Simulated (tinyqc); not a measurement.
# Fully depleted semiconductor-on-insulator film with two gates, non-linear Poisson equation by Newton steps, step by step

Numbers from tinyqc (`OMP_NUM_THREADS=1 python tinyqc.py 2190091 2190092 out.jsonl`; about 0.4 s on one thread of a shared Intel Xeon 2.30GHz). Printed values are rounded.

One dimension across the film, front interface at x = 0, back interface at x = ts. psi is counted from the intrinsic level, n = ni exp(psi/Vt) (source grounded), holes neglected, acceptors ionised. Gates act through Cox = eps0 eox/tox and Cbox = 3.9 eps0/tb with potentials G1 = Vg - (phiM - chi - Vt ln(Nc/ni)) and G2 = Vb - (phiB - chi - Vt ln(Nc/ni)). Classical Boltzmann densities, no interface charge, no depletion in the back plane.

Parameters, values chosen for the exercise; band and dielectric values close to those of In0.53Ga0.47As:

| symbol | value | unit | meaning |
|---|---|---|---|
| T | 300 | K | temperature |
| Eg | 0.731 | eV | band gap |
| eps_r | 13.9 |  | relative permittivity |
| Nc | 2.09e17 | cm^-3 | conduction-band density of states at T |
| Nv | 7.83e18 | cm^-3 | valence-band density of states at T |
| chi | 4.43 | eV | electron affinity |
| eox | 3.9 |  | relative permittivity of the gate insulator (close to silicon dioxide) |
| tox | 0.92 | nm | insulator thickness |
| ts | 19 | nm | film thickness |
| tb | 14 | nm | buried-oxide thickness (eps_r 3.9) |
| Na | 1e15 | cm^-3 | acceptor density of the film |
| phiM | 4.7 | eV | work function of the front gate |
| phiB | 5.11 | eV | work function of the back plane |
| Vb | -1.4 | V | back-gate voltage |
| Vg | 0.84 | V | front-gate voltage |

Constants: q = 1.602176634e-19 C, kB = 1.380649e-23 J/K, Vt = kB T/q, eps0 = 8.8541878128e-14 F/cm where lengths are in cm. Results are converted to the units shown.

Range of the model: In so thin a film or at such density quantum confinement moves the charge away from the interfaces and raises the threshold.

## Capacitances and gate potentials

ni = sqrt(Nc Nv) exp(-Eg/(2 Vt)), Eg in volts; Cox, Cbox, G1, G2 as defined; Cs = eps0 eps_r/ts; a = eps0 eps_r/h with h = ts/9; coupling ratio of a depleted film Cs Cbox/(Cox (Cs + Cbox)).

ni = 9.26455e11 cm^-3
Cox = 3.75341 uF/cm^2
Cbox = 0.246652 uF/cm^2
Cs = 0.647754 uF/cm^2
a = 5.82978 uF/cm^2
G1 = 0.888664 V
G2 = -1.76134 V
coupling ratio = 0.0475921

## Iteration 1: density, residual and Jacobian diagonal

psi at the start, node 0 to 9 (V): 0.2  0.2  0.2  0.2  0.2  0.2  0.2  0.2  0.2  0.2

Nodes 0 to 9, h = ts/9, box widths w = h (h/2 at both ends), a = eps0 eps_r/h. F_i = a (psi_(i+1) - 2 psi_i + psi_(i-1)) - q w_i (n_i + Na); F_0 = a (psi_1 - psi_0) + Cox (G1 - psi_0) - q w_0 (n_0 + Na); F_9 = a (psi_8 - psi_9) + Cbox (G2 - psi_9) - q w_9 (n_9 + Na). Diagonal b_i = -2 a - q w_i n_i/Vt, with -a - Cox and -a - Cbox in place of -2 a at the ends.

```
node   n (cm^-3)  residual F (C/cm^2)  diagonal b (F/cm^2)
0     2.12166e15           2.58478e-6          -9.58458e-6
1     2.12166e15         -1.05586e-10          -1.16623e-5
2     2.12166e15         -1.05586e-10          -1.16623e-5
3     2.12166e15         -1.05586e-10          -1.16623e-5
4     2.12166e15         -1.05586e-10          -1.16623e-5
5     2.12166e15         -1.05586e-10          -1.16623e-5
6     2.12166e15         -1.05586e-10          -1.16623e-5
7     2.12166e15         -1.05586e-10          -1.16623e-5
8     2.12166e15         -1.05586e-10          -1.16623e-5
9     2.12166e15          -4.83821e-7          -6.07782e-6
```

## Iteration 1: Newton step

Solve a d_(i-1) + b_i d_i + a d_(i+1) = -F_i for all nodes. Each component d is damped to sign(d) Vt ln(1 + |d|/Vt) before it is added.

```
node  Newton step d, before damping (V)  psi after iteration 1 (V)
0                              0.566776                   0.280973
1                              0.488445                   0.277308
2                              0.410364                   0.273051
3                              0.332497                   0.267968
4                              0.254806                   0.261651
5                              0.177255                   0.253290
6                              0.099806                   0.240876
7                              0.022422                   0.216145
8                             -0.054932                   0.170544
9                             -0.132294                   0.153179
```

## Iteration 2: density, residual and Jacobian diagonal

As before.

```
node   n (cm^-3)  residual F (C/cm^2)  diagonal b (F/cm^2)
0     4.86368e16           2.25871e-6          -9.61501e-6
1     4.22081e16          -4.91217e-9          -1.17148e-5
2     3.58001e16          -6.06265e-9          -1.17064e-5
3     2.94095e16          -8.22342e-9          -1.16980e-5
4     2.30335e16          -1.27245e-8          -1.16897e-5
5     1.66689e16          -2.42237e-8          -1.16814e-5
6     1.03127e16          -7.21951e-8          -1.16731e-5
7     3.96186e15          -1.21829e-7          -1.16648e-5
8     6.78962e14           1.64545e-7          -1.16605e-5
9     3.46825e14          -3.71003e-7          -6.07666e-6
```

## Iteration 2: Newton step

As before.

```
node  Newton step d, before damping (V)  psi after iteration 2 (V)
0                              0.469562                   0.357314
1                              0.387001                   0.348936
2                              0.308949                   0.339262
3                              0.234419                   0.327669
4                              0.162847                   0.313038
5                              0.094300                   0.293008
6                              0.030260                   0.260911
7                             -0.021326                   0.200594
8                             -0.052033                   0.142034
9                             -0.110973                   0.110101
```

## Iteration 3: density, residual and Jacobian diagonal

As before.

```
node   n (cm^-3)  residual F (C/cm^2)  diagonal b (F/cm^2)
0     9.32048e17           1.92975e-6          -1.01929e-5
1     6.74058e17          -3.03912e-8          -1.25415e-5
2     4.63635e17          -2.69023e-8          -1.22662e-5
3     2.96087e17          -2.77568e-8          -1.20470e-5
4     1.68126e17          -3.71989e-8          -1.18795e-5
5     7.74714e16          -7.30017e-8          -1.17609e-5
6     2.23837e16          -1.65305e-7          -1.16889e-5
7     2.17098e15           1.01326e-8          -1.16624e-5
8     2.25365e14           1.55192e-7          -1.16599e-5
9     6.55301e13          -2.75452e-7          -6.07648e-6
```

## Iteration 3: Newton step

As before.

```
node  Newton step d, before damping (V)  psi after iteration 3 (V)
0                              0.293095                   0.422271
1                              0.181438                   0.402753
2                              0.102441                   0.380675
3                              0.038718                   0.351333
4                             -0.017671                   0.299572
5                             -0.068346                   0.259581
6                             -0.107687                   0.218462
7                             -0.119213                   0.156005
8                             -0.132536                   0.095173
9                             -0.172486                   0.057425
```

## Course of the Newton iteration

Stop when the largest undamped |d| is below 1e-9 V, or after 80 iterations.

Course of the iteration:
```
iteration  largest |F| (C/cm^2)  largest |d| (V)
1                       2.58e-6            0.567
2                       2.26e-6            0.470
3                       1.93e-6            0.293
4                       1.44e-6            0.182
5                       4.62e-7            0.152
6                       1.54e-7            0.111
7                       1.18e-7           0.0704
8                       7.95e-8           0.0366
9                       4.15e-8           0.0138
10                      1.16e-8          2.75e-3
11                     7.46e-10          1.36e-4
12                     2.16e-12          3.58e-7
13                     1.51e-17         2.49e-12
```

Converged in 13 iterations.

## Electron sheet density, centroid and oxide fields

converged psi, node 0 to 9 (V): 0.466951  0.383281  0.314382  0.246517  0.178731  0.110957  0.043189  -0.024573  -0.092329  -0.160079

n_i = ni exp(psi_i/Vt); N_inv = sum w_i n_i with w = ts/9, halved at the ends; centroid sum w n x/N_inv; fields (G1 - psi_0)/tox and (G2 - psi_9)/tb.

n, node 0 to 9 (cm^-3): 6.47515e19  2.54485e18  1.77098e17  1.28269e16  9.31922e14  6.77368e13  4.92463e12  3.58114e11  2.60475e10  1.89499e9
N_inv = 7.41244e12 cm^-2
centroid = 0.176868 nm
field in the front oxide = 4.58384 MV/cm
field in the buried oxide = -1.14375 MV/cm

The centroid lies at 0.0093 of the film, near the front interface. A 400-interval mesh gives N_inv = 6.737e12 cm^-2; this mesh is 10 % above it.
